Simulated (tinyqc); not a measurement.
Comparisons within one model: alloy A(1-x)B(x) by interpolation with bowing. A value that a table varies takes the place of the one given here.

Each gap follows E(x) = (1 - x) E_A + x E_B - C x (1 - x); the lattice constant follows Vegard, a(x) = (1 - x) a_A + x a_B.

Mass at Gamma from the Kane formula 1/m = F + Ep (Eg + 2 Dso/3)/(Eg (Eg + Dso)). F is fixed by the masses of A and B and interpolated linearly, as is Ep; Eg and Dso carry their bowing.

Constants: hc = 1239.841984 eV nm.

Values chosen for the exercise (A near InSb, B near InAs; shifted at random, so the results belong to these values and not to a real crystal):
- a = (6.481, 6.055) angstrom (lattice constant of A, B)
- Eg = (0.234, 0.414) eV (gap at Gamma to the s-like level of A, B)
- EgX = (0.629, 1.44) eV (gap to the lowest valley along Gamma-X of A, B)
- EgL = (0.932, 1.135) eV (gap to L of A, B)
- C = (0.619, 0.558, 0.702) eV (bowing of the Gamma, X and L gaps)
- Dso = (0.817, 0.393) eV (spin-orbit splitting of A, B)
- Ep = (23, 21.6) eV (Kane energy of A, B)
- me = (0.0133, 0.0261) m0 (electron mass at Gamma of A, B)
- Cs = 0.94 eV (bowing of Dso)
- x = 0.55 (fraction of B)

## Gaps across the alloy

Eleven compositions.

Gaps (eV):
```
x    a (angstrom)  Gamma      X      L  lowest  wavelength (nm)
0.0        6.4810  0.234  0.629  0.932   Gamma             5298
0.1        6.4384  0.196  0.660  0.889   Gamma             6316
0.2        6.3958  0.171  0.702  0.860   Gamma             7252
0.3        6.3532  0.158  0.755  0.845   Gamma             7847
0.4        6.3106  0.157  0.819  0.845   Gamma             7875
0.5        6.2680  0.169  0.895  0.858   Gamma             7326
0.6        6.2254  0.193  0.982  0.885   Gamma             6409
0.7        6.1828  0.230  1.080  0.927   Gamma             5390
0.8        6.1402  0.279  1.189  0.982   Gamma             4445
0.9        6.0976  0.340  1.309  1.052   Gamma             3643
1.0        6.0550  0.414  1.440  1.135   Gamma             2995
```

The lowest valley is Gamma at every x. The Gamma gap has a minimum inside the range, 0.156 eV at x = (C - (E_B - E_A))/(2C) = 0.355, since the bowing exceeds the difference of the end gaps.

## Three ways to interpolate a mass

Linear in m, linear in 1/m, and the Kane formula.

Masses (m0):
```
x      Eg (eV)  linear in m  linear in 1/m    Kane  Kane m/Eg (1/eV)
0.000    0.234       0.0133         0.0133  0.0133            0.0568
0.125    0.189       0.0149         0.0142  0.0110            0.0582
0.250    0.163       0.0165         0.0152  0.0096            0.0591
0.375    0.156       0.0181         0.0163  0.0093            0.0593
0.500    0.169       0.0197         0.0176  0.0100            0.0590
0.625    0.201       0.0213         0.0192  0.0118            0.0587
0.750    0.253       0.0229         0.0210  0.0149            0.0589
0.875    0.324       0.0245         0.0233  0.0195            0.0602
1.000    0.414       0.0261         0.0261  0.0261            0.0630
```

At x = 0.5 the three give 0.0197, 0.0176 and 0.0100; judged by the largest distance, the Kane value is closer to the interpolation in 1/m (largest distances 0.0097 m0 from the rule in m, 0.0076 m0 from the rule in 1/m), and it dips below both end values, following the bowed gap, which neither rule can do. The ratio m/Eg varies by a factor of 1.11 while the gap varies by 2.65; a constant ratio is the two-band rule m = Eg/Ep at fixed Ep.

## What each parameter does

Gaps at x and the Kane mass. Each row changes one parameter from the base and keeps the others.

Results:
```
case                          Gamma (eV)  X (eV)  L (eV)  mass (m0)
base                              0.1798  0.9369  0.8699     0.0106
x = 0.59                          0.1905  0.9725  0.8820     0.0112
C = (0.719, 0.658, 0.802) eV      0.1550  0.9122  0.8452     0.0092
Eg = (0.246, 0.414) eV            0.1852  0.9369  0.8699     0.0107
EgX = (0.629, 1.368) eV           0.1798  0.8973  0.8699     0.0106
EgL = (0.885, 1.135) eV           0.1798  0.9369  0.8488     0.0106
Ep = (25.3, 23.8) eV              0.1798  0.9369  0.8699     0.0102
Cs = 0.99 eV                      0.1798  0.9369  0.8699     0.0105
```

The largest shifts from the base row, up to three for each result and ties (the steps differ in size, so this ranks the rows, not the parameters). Gamma (eV): C -0.0247, x +0.0107, Eg +0.0054; unchanged at the printed digits by EgX, EgL, Ep and Cs. X (eV): EgX -0.0396, x +0.0356, C -0.0247; unchanged at the printed digits by Eg, EgL, Ep and Cs. L (eV): C -0.0247, EgL -0.0212, x +0.0121; unchanged at the printed digits by Eg, EgX, Ep and Cs. mass (m0): C -0.0014, x +0.0006, Ep -0.0004; unchanged at the printed digits by EgX and EgL.

Computed by tinyqc, a small Python program: `OMP_NUM_THREADS=1 python tinyqc.py 1081446 1081447 out.jsonl` (the numbers bound the seed that draws the inputs); one thread of a shared host (Intel(R) Xeon(R) Processor @ 2.30GHz), about 0.01 s for the whole set of steps.
